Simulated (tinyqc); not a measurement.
## Box-like doped layer, carriers, mobility and sheet resistance with incomplete ionisation: effect of the abruptness of the tail

A p-type layer from the surface x = 0 to the junction xj, N(x) = N0 for x < xb and N0 10^(-(x - xb)/Lt) beyond. Local neutrality (no depletion at surface or junction, no spilling of carriers), intrinsic carriers neglected, Boltzmann statistics.

xj = xb + Lt log10(N0/Nb). Active dopant A = min(N, Ns); p solves p (p + Nb)/(A - Nb - p) = K, K = (NB/gd) exp(-E/Vt), E = max(Ei - ks A^(1/3), 0), so p = 2 K (A - Nb)/[Nb + K + sqrt((Nb + K)^2 + 4 K (A - Nb))]; mobility mu = m1 + (m2 (T/300 K)^(-bt) - m1)/(1 + ((A + Nb)/Nr)^am). Dose = integral of N, carrier sheet density = integral of p, 1/Rs = q integral of p mu, mean mobility 1/(q Rs sheet density), Hall mobility (unit Hall factor) = integral of p mu^2 over integral of p mu, Hall sheet density = (integral of p mu)^2/integral of p mu^2; all from 0 to xj. Integrals on 4000 steps.

Parameters, values chosen for the exercise; values close to those of boron in silicon over an n-type background: temperature T = 300 K; background doping of the opposite type Nb = 1.2e14 cm^-3; peak chemical concentration N0 = 8.4e16 cm^-3; mobility limit at high doping m1 = 45.8 cm^2/(V s); mobility limit at low doping, at 300 K m2 = 457 cm^2/(V s); reference doping of the mobility law Nr = 2.25e17 cm^-3; exponent of the mobility law am = 0.693; temperature exponent of m2 bt = 2.2; solubility limit of active dopant Ns = 2.04e20 cm^-3; valence-band density of states at T NB = 2.7e19 cm^-3; ionisation energy in the dilute limit Ei = 0.0463 eV; degeneracy factor of the level gd = 4; lowering of Ei per N^(1/3) ks = 6.7e-9 eV cm; depth of the flat top xb = 96 nm.

Constants: q = 1.602176634e-19 C, kB = 1.380649e-23 J/K, Vt = kB T/q. Results are converted to the units shown.

Effect of the abruptness of the tail:

| Lt (nm/decade) | xj (nm) | dose (cm^-2) | carriers (cm^-2) | Rs (ohm/square) | mean mobility (cm^2/(V s)) | Rs xj (ohm nm) | Hall/true sheet density |
|---|---|---|---|---|---|---|---|
| 7.5 | 117.3 | 8.337e11 | 7.840e11 | 2.484e4 | 320.5 | 2.915e6 | 0.9989 |
| 11 | 127.3 | 8.465e11 | 7.962e11 | 2.441e4 | 321.2 | 3.107e6 | 0.9985 |
| 17 | 144.4 | 8.683e11 | 8.172e11 | 2.370e4 | 322.3 | 3.421e6 | 0.9978 |
| 25 | 167.1 | 8.975e11 | 8.451e11 | 2.281e4 | 323.7 | 3.812e6 | 0.9969 |
| 37 | 201.3 | 9.412e11 | 8.871e11 | 2.160e4 | 325.7 | 4.347e6 | 0.9958 |
| 54 | 249.6 | 1.003e12 | 9.465e11 | 2.009e4 | 328.2 | 5.015e6 | 0.9946 |
| 81 | 326.5 | 1.101e12 | 1.041e12 | 1.808e4 | 331.7 | 5.902e6 | 0.9932 |
| 120 | 437.4 | 1.244e12 | 1.177e12 | 1.580e4 | 335.6 | 6.910e6 | 0.9919 |

As Lt goes from 7.5 to 120, xj rises from 117 to 437 nm, Rs falls from 24800 to 15800 ohm/square, the mean mobility rises from 320 to 336 cm^2/(V s) and the share of the dose that conducts rises from 94.0 to 94.7 %.

Program tinyqc, `OMP_NUM_THREADS=1 python tinyqc.py 2110044 2110045 out.jsonl`; Intel Xeon 2.30GHz, shared host, one thread, about 0.01 s.
